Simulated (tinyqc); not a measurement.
From chamber pressure p_1 back to pipe length l: gas flow in a process chamber: flow regimes, conductance, effective pumping speed, pump-down, outgassing and purge. Computed by tinyqc, a small Python program. Command: `OMP_NUM_THREADS=1 python tinyqc.py 3121188 3121189 out.jsonl pump inv`. One thread of a shared host (Intel(R) Xeon(R) Processor @ 2.30GHz), about 0.01 s of CPU time with the checks.

Ideal gas, isothermal flow, a pump of constant speed at the end of a round pipe; process gas, volume gas and outgassing are given the same properties. 1 sccm = 101325 Pa x 1e-6 m^3/60 s x T/273.15 K.

Inputs (values chosen for the exercise, modelled on water vapour near room temperature):

| quantity | value | unit |
|---|---|---|
| molar mass M | 18.02 | g/mol |
| molecular diameter | 0.46 | nm |
| viscosity eta | 9.9 | micropascal s |
| temperature T | 293 | K |
| chamber volume V | 23 | L |
| pipe diameter d | 2.5 | cm |
| pump speed S | 9.8 | L/s |
| process gas flow | 500 | sccm |

Constants: k_B = 1.380649e-23 J/K; u = 1.6605390666e-27 kg.

Method:
- Mean speed c = sqrt(8 k_B T/(pi m)); aperture conductance C_a = c pi d^2/16; molecular pipe C_m = C_a/(1 + 3 l/(4 d)) (Dushman form); viscous pipe C_v = pi d^4 p_mean/(128 eta l); Knudsen interpolation C = C_v + C_m (1 + x)/(1 + 1.24 x), x = d p_mean sqrt(m/(k_B T))/eta.
- Effective speed 1/S_eff = 1/S + 1/C_m; time constant V/S_eff; pressure at which the free path k_B T/(sqrt2 pi d_m^2 p) equals d.
- Steady flow: the pump inlet is at p_2 = Q/S, and the chamber pressure p_1 solves Q = C((p_1 + p_2)/2) (p_1 - p_2). Residence time = p_1 V/Q.
- Knudsen number = free path at the mean pressure over d.

Problem. A run gave the result below. Find the pipe length l, known to lie between 280 and 500 cm.

chamber pressure p_1 = 125.4137 Pa

Solution.

Each step takes the trial c = (a f_b - b f_a)/(f_b - f_a), f being the result less the target and a, b, c the logarithms of the listed values; c replaces end b, the old b replaces a if the sign of f changed, and otherwise f_a is halved.

Scan of the range:

| pipe length l (cm) | chamber pressure p_1 (Pa) |
|---|---|
| 280 | 116.972 |
| 308 | 119.153 |
| 340 | 121.598 |
| 374 | 124.145 |
| 412 | 126.931 |
| 454 | 129.943 |
| 500 | 133.164 |

False position (Illinois rule, in the logarithm of the input) inside the bracket:

| step | end a | end b | trial | chamber pressure p_1 (Pa) |
|---|---|---|---|---|
| 1 | 374.000 | 412.000 | 390.848 | 125.388 |
| 2 | 412.000 | 390.848 | 391.193 | 125.413 |
| 3 | 412.000 | 391.193 | 391.207 | 125.414 |
| 4 | 391.193 | 391.207 | 391.200 | 125.414 |

Chamber pressure p_1 rises at every point of a 13-point scan of the range (every second point is shown), so one value fits; it is bracketed by 374 and 412. Answer: pipe length l = 391.2 cm.
